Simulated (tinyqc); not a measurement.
Long-channel MOSFET, surface-potential model: course of the iteration: surface potential at the source by Newton steps.

n-channel transistor on a uniformly doped p-type body, gradual-channel approximation, constant mobility, Boltzmann statistics, full ionisation. Potentials are counted from the neutral body; V is the electron quasi-Fermi potential, Vsb at the source and Vsb + Vds at the drain. Charges are magnitudes per area.

With V = Vsb: G = psi - Vt + Vt e, e = exp((psi - 2 phiF - Vsb)/Vt); f = Vgs + Vsb - Vfb - psi - gamma sqrt(G); f' = -1 - gamma (1 + e)/(2 sqrt(G)); psi(new) = psi - f/f'.

Stop when psi changes by less than 1e-10 V, or after 40 iterations.

Parameters, values chosen for the exercise; material values close to those of silicon:
- T = 300 K (temperature)
- Vfb = -0.6 V (flat-band voltage)
- Vsb = 1 V (source-body reverse bias)
- Vgs = 1.07 V (gate-source voltage)

Constants: q = 1.602176634e-19 C, kB = 1.380649e-23 J/K, Vt = kB T/q. Results are converted to the units shown.

psi at the start (the root without inversion charge) = 1.91259 V
phiF = 0.453438 V
gamma = 0.551412 V^0.5

Course of the iteration:
```
iteration  psi (V)  |change| (V)
1          1.90814       4.45e-3
2          1.90807       6.22e-5
3          1.90807       1.08e-8
4          1.90807       < 1e-15
```

Did this iteration meet its convergence test, and what does its course show?

Yes. Converged in 4 iterations. The change falls from 0.0045 in the first iteration to below the tolerance in the last.

tinyqc, about 0.06 s, one thread, Intel Xeon 2.30GHz (shared host): `OMP_NUM_THREADS=1 python tinyqc.py 2360163 2360164 out.jsonl`
